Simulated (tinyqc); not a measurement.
Core-shell quantum dot (spherical envelope functions): sweeps and comparisons. A value that a table varies takes the place of the one given here.

Parabolic bands; strain and other valleys are left out. s states, u = r psi, hard wall at R + H, c = hbar^2/2m0, energies from the band edges of the core. Core: u = sin(k1 r)/k1, k1 = sqrt(m1 E/c). At R, psi and psi'/m are continuous, so u is continuous and its slope in the shell is s = u/R + (m2/m1)(u' - u/R). Shell: u(R + x) = u(R) cos(k2 x) + s sin(k2 x)/k2, k2 = sqrt(m2 (E - V)/c); for negative arguments the functions turn into sinh and cosh. A level has u(R + H) = 0.

Overlap = (integral of u_e u_h)^2 with normalised u. Coulomb integrals J_ab = (q/eps) double integral of u_a(r)^2 u_b(s)^2/max(r, s), q = e^2/(4 pi eps0), one eps everywhere. Exciton E = Eg + E_e + E_h - J_eh; first-order biexciton shift J_ee + J_hh - 2 J_eh (positive: repulsive).

Constants: hbar^2/2m0 = 3.80998211 eV angstrom^2; e^2/(4 pi eps0) = 14.39964547 eV angstrom; hc = 1239.841984 eV nm.

Inputs chosen for the exercise (near those of a CdSe/CdS core-shell dot; the results hold for these values, not for the real material):
```
symbol  value                       unit      meaning
R       22                          angstrom  core radius
Vc      0.301                       eV        conduction edge of the shell above that of the core
Vv      0.472                       eV        hole barrier of the shell
me1     0.124                       m0        electron, core
me2     0.2                         m0        electron, shell
mh1     0.447                       m0        hole, core
mh2     0.779                       m0        hole, shell
Eg      1.733                       eV        gap of the core
eps     5.7                                   dielectric constant
Hs      (3, 9, 12, 18, 27, 41, 67)  angstrom  shell thicknesses
H       24                          angstrom  shell thickness
```

## Growing the shell

All quantities anew for each H.

Results:
```
H (angstrom)  E_e (eV)  E_h (eV)  electron in core  overlap  J_eh (meV)  E (eV)  biexciton shift (meV)
3               0.4219    0.1216             0.978    0.999       171.5   2.105                    0.0
9               0.2767    0.1070             0.856    0.956       150.9   1.966                    2.4
12              0.2520    0.1066             0.805    0.923       146.4   1.945                    4.1
18              0.2302    0.1065             0.734    0.864       140.5   1.929                    6.9
27              0.2204    0.1065             0.681    0.811       135.8   1.924                    9.4
41              0.2174    0.1065             0.652    0.780       133.0   1.924                   10.9
67              0.2169    0.1065             0.644    0.770       132.0   1.924                   11.3
```

The line moves by -181 meV: the electron gives -205, the hole -15 and the weaker attraction +39 meV. Over the last step E_e moves by -0.5 meV and E_h by 0.0 meV; the electron level lies below the shell edge Vc, so it is bound to the core and settles. The overlap goes from 0.999 to 0.770, which scales the radiative lifetime by 1.3 if the rate is proportional to it. Up to H = 9 angstrom E_e exceeds 0.15 Eg, where a parabolic band overstates it.

## What each parameter does

All quantities anew. Each row changes one parameter from the base and keeps the others.

Results:
```
case             E (eV)  overlap  electron in core  biexciton shift (meV)
base              1.925    0.824             0.694                    8.7
R = 19 angstrom   1.976    0.784             0.611                   12.7
H = 29 angstrom   1.924    0.804             0.674                    9.7
Vc = 0.401 eV     1.947    0.879             0.753                    5.7
Vv = 0.354 eV     1.919    0.863             0.694                    6.6
me2 = 0.25 m0     1.906    0.831             0.703                    8.9
mh1 = 0.358 m0    1.939    0.852             0.694                    6.2
eps = 6.6         1.943    0.824             0.694                    7.6
```

The largest shifts from the base row, up to three for each result and ties (the steps differ in size, so this ranks the rows, not the parameters). E (eV): R +0.051, Vc +0.022, eps +0.019, me2 -0.019. overlap: Vc +0.055, R -0.040, Vv +0.038; unchanged at the printed digits by eps. electron in core: R -0.084, Vc +0.059, H -0.020; unchanged at the printed digits by Vv, mh1 and eps. biexciton shift (meV): R +3.9, Vc -3.0, mh1 -2.5.

Program tinyqc; command `OMP_NUM_THREADS=1 python tinyqc.py 1252121 1252122 out.jsonl`; about 0.06 s on one thread of a shared Intel(R) Xeon(R) Processor @ 2.30GHz.
